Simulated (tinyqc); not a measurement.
# A barrier in a uniform field, exact transmission by Airy functions: several studies

The left lead has its band edge at 0, the barrier edge falls as U(x) = U0 - F x with F = V/d for 0 < x < d, and the right lead has its edge at -V. No transverse momentum; C = hbar^2/(2 m0); psi and psi'/m are continuous. M carries (psi, psi'/m) across the barrier.

Values chosen for this exercise; masses and offsets of a made-up heterostructure: mass in the left lead mL = 0.027 m0; barrier edge at x = 0 U0 = 1.6 eV; mass in the barrier m1 = 0.11 m0; electron energy E = 0.957 eV; barrier width d = 5.5 nm; voltage across the barrier V = 1.5 V; mass in the right lead mR = 0.027 m0.

Constants: q = 1.602176634e-19 C, hbar = 1.054571817e-34 J s, m0 = 9.1093837015e-31 kg, hbar^2/(2 m0) = 0.0380998212 eV nm^2. Results are converted to the units shown.

Each table varies one quantity; the others keep the values above.

## Staircase approximation against the exact result

For the pair (psi, psi'/m) a flat layer has M = [[cos kd, (m/k) sin kd], [-(k/m) sin kd, cos kd]] with k = sqrt(m (E - U)/C) above its edge U, and M = [[cosh Kd, (m/K) sinh Kd], [(K/m) sinh Kd, cosh Kd]] with K = sqrt(m (U - E)/C) below it. The sloping barrier is cut into n slices of width d/n, each flat at U(x) of its centre, later slices to the left in the product. With M acting on (psi, psi'/m) and v = k/m in each lead, T(E) = 4 vL vR/[(vL vR M12 - M21)^2 + (vR M11 + vL M22)^2]. The error is against the Airy result: Energy scale e = (C F^2/m1)^(1/3), z(x) = (U(x) - E)/e, s = (dz/dx)/m1 = -F/(e m1); v = k/m in a lead. With a = Ai, a' = Ai', b = Bi, b' = Bi' at z1 (left edge) and z2 (right edge): M11 = pi (a2 b1' - b2 a1'), M12 = (pi/s)(b2 a1 - a2 b1), M21 = pi s (a2' b1' - b2' a1'), M22 = pi (b2' a1 - a2' b1).

Results:
```
n	T(E)	error (%)
1	0.8643	1.06e4
2	0.004401	-45.5
4	0.007941	-1.66
16	0.008082	0.0887
32	0.008077	0.0225
64	0.008075	5.65e-3
128	0.008075	1.41e-3
```

Estimate the missing row, n = 8.

Computed row:
```
n	T(E)	error (%)
8	0.008100	0.309
```

With this row back in the table: The exact value is 0.0080750. One slice is off by 11000 % and 128 slices by 0.0014 %; the last doubling cuts the error by a factor of 4.0, as expected of a second-order rule. The error stays below 1 % from n = 8 on. In every row electrons enter the light-mass collector with more than 1 eV, far outside a parabolic band.

## Effect of the width at fixed voltage

Energy scale e = (C F^2/m1)^(1/3), z(x) = (U(x) - E)/e, s = (dz/dx)/m1 = -F/(e m1); v = k/m in a lead. WKB: exp(-S), S = (4/(3 F)) sqrt(m1/C) [max(U0 - E, 0)^1.5 - max(U0 - F d - E, 0)^1.5].

Effect of the width at fixed voltage:
```
d (nm)	T(E), exact	exp(-S)	ratio
2.8	0.076265	0.11298	0.67500
3.6	0.14305	0.060597	2.3607
4.5	0.066196	0.030065	2.2017
5.3	0.011286	0.016125	0.69993
6.2	0.0032656	0.0080004	0.40818
7.1	0.0016923	0.0039694	0.42634
7.9	0.0015475	0.0021289	0.72691
8.8	0.0030135	0.0010563	2.8530
```

The exact T(E) moves up and down between 0.00155 and 0.143, on average 0.234 decades a nanometre; WKB loses 0.338, the same in every interval because S is proportional to d at fixed V. The ratio lies between 0.408 and 2.85. In every row electrons enter the light-mass collector with more than 1 eV, far outside a parabolic band.

## Exact and WKB transmission against energy

Same model as above.

Exact and WKB transmission against energy:
```
E (eV)	T(E), exact	exp(-S)	ratio
0.08	1.571e-7	1.776e-7	0.8846
0.267	1.509e-6	2.803e-6	0.5381
0.453	1.584e-5	3.700e-5	0.4279
0.64	3.571e-4	4.042e-4	0.8835
0.827	0.01340	0.003533	3.793
1.013	0.009638	0.02385	0.4041
1.2	0.06361	0.1223	0.5202
1.387	0.3328	0.4419	0.7531
1.573	0.1602	0.9638	0.1662
1.76	0.4015	1.000	0.4015
```

Read the table: what changes, and by how much?

The exact T(E) moves up and down between 1.57e-7 and 0.402, and the ratio to WKB moves up and down between 0.166 and 3.79. Above U0 = 1.6 eV WKB gives 1, while the exact value is 0.402: reflection over the barrier. In every row electrons enter the light-mass collector with more than 1 eV, far outside a parabolic band.

Range of the model: Masses are held fixed, although real bands cease to be parabolic a few tenths of an eV from their edges.

Computed by the program tinyqc: `OMP_NUM_THREADS=1 python tinyqc.py 2580004 2580005 out.jsonl`, one thread of a shared Intel Xeon 2.30GHz, about 0.01 s for the whole run.
